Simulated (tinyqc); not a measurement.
Changing the lifetime tau: Haynes-Shockley experiment: drift, diffusion and decay of a minority-carrier pulse. Computed by tinyqc, a small Python program. Command: `OMP_NUM_THREADS=1 python tinyqc.py 3114085 3114086 out.jsonl haynes sweep`. One thread of a shared host (Intel(R) Xeon(R) Processor @ 2.30GHz), about 0.01 s of CPU time with the checks.

A thin sheet of excess carriers is made at x = 0, t = 0 in a long uniform bar; injection is low, so the pulse moves with the minority mobility.

Inputs (values chosen for the exercise, modelled on electrons in p-type silicon in a lightly doped bar):
```
quantity                     value        unit
minority mobility mu          1350  cm^2/(V s)
temperature T                  250           K
field F                        2.2        V/cm
distance d to the collector   0.25          cm
injected sheet density N0    2e+09      1/cm^2
```

Constants: k_B = 8.617333262e-05 eV/K.

Method:
- D = mu k_B T/e, v = mu F.
- Transit time d/v, diffusion length sqrt(D tau), drift length v tau, Peclet number v d/D = e F d/(k_B T).
- dn(x, t) = N0/sqrt(4 pi D t) exp(-(x - v t)^2/(4 D t) - t/tau).
- At fixed x the signal peaks where d ln(dn)/dt = 0: a t^2 + t/2 - x^2/(4 D) = 0 with a = v^2/(4 D) + 1/tau.
- The full width at half maximum is found by solving dn(x, t) = peak/2 on both sides of the peak.
- With w the full width at half maximum: mu = d/(F t_p); D = (w d)^2/(16 ln2 t_p^3); Einstein ratio D/mu against k_B T/e.

One run for each value:
```
lifetime tau (microsecond)  peak density (1/cm^3)  time of the peak t_p (microsecond)  error of mu (%)  error of D (%)
30                                     9.8232e+08                              67.902           23.965          5.7018
60                                     3.1871e+09                              73.559           14.431          6.2108
120                                    5.9658e+09                              76.983            9.342          6.5216
240                                    8.2542e+09                              78.888            6.702          6.6954
930                                    1.0558e+10                              80.397            4.700          6.8335
```

Give the missing row, lifetime tau (microsecond) = 470.

Computed row:
```
lifetime tau (microsecond)  peak density (1/cm^3)  time of the peak t_p (microsecond)  error of mu (%)  error of D (%)
470                                    9.7043e+09                              79.873            5.386          6.7855
```

Interpolating between the two neighbouring rows (the first column on a logarithmic scale, the others too where they are positive) misses most in error of mu (%), by 4.3 %. Over the rows, peak density (1/cm^3) rises from 9.82e8 to 1.06e10 (exponent d ln y / d ln x 1.7 between the first rows and 0.12 between the last); time of the peak t_p (microsecond) rises from 67.9 to 80.4 (exponent d ln y / d ln x 0.12 between the first rows and 0.0096 between the last); error of mu (%) falls from 24.0 to 4.70 (exponent d ln y / d ln x -0.73 between the first rows and -0.20 between the last). With a long lifetime the error of mu tends to the part from spreading alone; in the last row it is 4.70 %. Left out: 7.80, 15.0 (the pulse dies before the collector).

Extremes, crossings and ranges named in words are read from the listed rows.
